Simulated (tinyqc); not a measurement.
Worked calculation: rapid thermal processing of a wafer: radiative balance, ramp and cooling, pattern effects, pyrometer error and spike budget. Computed by tinyqc, a small Python program that keeps every step. Command: `OMP_NUM_THREADS=1 python tinyqc.py 3110722 3110723 out.jsonl rtp walk`. One thread of a shared host (Intel(R) Xeon(R) Processor @ 2.30GHz), about 0.04 s of CPU time with the checks. Intermediate numbers are printed to about 6 digits and carried at full precision; extremes and crossings named in words are read from the listed rows.

The wafer is opaque and uniform through its thickness unless said otherwise; temperatures in formulas are in kelvin (C + 273.15). sigma = 5.670374419e-12 W/(cm^2 K^4).

Inputs (values chosen for the exercise, modelled on a hot silicon wafer): wafer thickness d = 775 micrometre; heat capacity per volume C = 2.17 J/(cm^3 K); thermal conductivity k = 0.24 W/(cm K); emissivity eps of each face = 0.57; reflectivity of the chamber walls r = 0.77; gas heat-transfer coefficient h, both faces together = 0.8 mW/(cm^2 K); wall temperature T_w = 500 K; process temperature = 689 C; starting temperature = 400 C; ramp rate = 98 K/s; relative change of absorptivity over a pattern = 12 %; period of the pattern = 2.3 mm; pyrometer wavelength = 0.9 micrometre; error of the assumed emissivity = 9.8 %; activation energy of the process E_a = 2 eV.

Constants: k_B = 8.617333262e-05 eV/K; h = 6.62607015e-34 J s; c = 299792458 m/s; k_B = 1.380649e-23 J/K.

## Power to hold and to ramp

Effective emissivity between parallel grey plates: eps_eff = 1/(1/eps + 1/(1 - r) - 1). Loss per area q(T) = 2 eps_eff sigma (T^4 - T_w^4) + h (T - T_w). Absorbed power during a ramp = q(T) + C d x ramp rate; thermal time constant tau = C d/(dq/dT), dq/dT = 8 eps_eff sigma T^3 + h; natural cooling rate q/(C d); front-to-back difference under one-sided heating at the end of the ramp = (absorbed power) d/(2 k).

eps_eff = 0.195993

holding power q = 2.13562 W/cm^2

power at the end of the ramp = 18.6168 W/cm^2

dq/dT = 8.71902 mW/(cm^2 K)

time constant tau = 19.2883 s

natural cooling rate = 12.6988 K/s

front-to-back difference = 3.00583 K

Radiation carries 83 % of the loss. The ramp needs 8.7 times the holding power.

## Cooling curve

Cooling with the lamps off: C d dT/dt = -q(T), integrated adaptively (relative tolerance 1e-10).

Lamps off at t = 0:
```
t (s)    T (C)  cooling rate (K/s)
1.9    665.998             11.5445
3.9    643.972             10.5086
7.7    607.192              8.9215
14.0   557.323              7.0327
19.0   524.974              5.9551
29.0   473.496              4.4548
48.0   405.956              2.8370
77.0   343.304              1.6366
```

The rate falls from 12.7 K/s at t = 0 to 1.64 K/s in the last row.

## Thermal budget of a spike

Spike anneal: linear ramp to the peak, then lamps off. Equivalent time at the peak = int exp(-(E_a/k_B)(1/T - 1/T_peak)) dt; estimate (k_B T^2/E_a)(1/ramp rate + 1/cooling rate). The ramp part uses 4000 trapezoid steps, the cooling part 4000 steps over 4 tau. Time within 50 K of the peak from the same curves.

equivalent time, ramp = 0.376873 s

equivalent time, cooling = 3.40844 s

equivalent time, total = 3.78531 s

estimate = 3.54799 s

time within 50 K of the peak = 4.88853 s

Cooling supplies 90 % of the budget.

## What a faster ramp buys

The formulas are those given above.

Against the ramp rate:
```
ramp (K/s)  ramp part (s)  cooling part (s)  total (s)  power at the peak (W/cm^2)
10                3.69336           3.40844    7.10179                       3.817
25                1.47734           3.40844    4.88578                       6.340
50                0.73867           3.40844    4.14711                      10.544
100               0.36934           3.40844    3.77777                      18.953
250               0.14773           3.40844    3.55617                      44.179
500               0.07387           3.40844    3.48230                      86.223
1000              0.03693           3.40844    3.44537                     170.311
```

From 10 to 100 K/s the total falls by a factor 1.9, from 100 to 1000 K/s by 1.10: the cooling part, 3.41 s, is a floor, and the natural cooling rate here is 12.7 K/s.

## Pattern effect

At steady state a sinusoidal change of absorbed power of relative amplitude a and period p gives the temperature amplitude a q/(dq/dT + k d (2 pi/p)^2); healing length l = sqrt(k d/(dq/dT)); process change = E_a dT/(k_B T^2). Emissivity is taken as unchanged.

healing length l = 14.6057 mm

amplitude without lateral conduction = 29.3926 K

amplitude = 0.0184508 K

change of the process rate = 0.0462581 %

Lateral conduction cuts the amplitude to 0.063 %, since p/(2 pi l) = 0.025.

## Pyrometer error

Signal proportional to eps/(exp(c2/(lambda T)) - 1), c2 = h c/k_B. If the assumed emissivity is too high by the given error, the reading T' solves (1 + error)/(exp(c2/(lambda T')) - 1) = 1/(exp(c2/(lambda T)) - 1). Wien estimate: T' - T = -lambda T^2 ln(1 + error)/c2. Process rates go as exp(-E_a/(k_B T)).

c2 = 14387.8 micrometre K

c2/(lambda T) = 16.6153

reading less true temperature = -5.38350 K

Wien estimate = -5.41379 K

rate at T over rate at T', less 1 = 14.5372 %

Checks made by the program: cooling time against quadrature of C d dT/q (relative difference 5e-08).
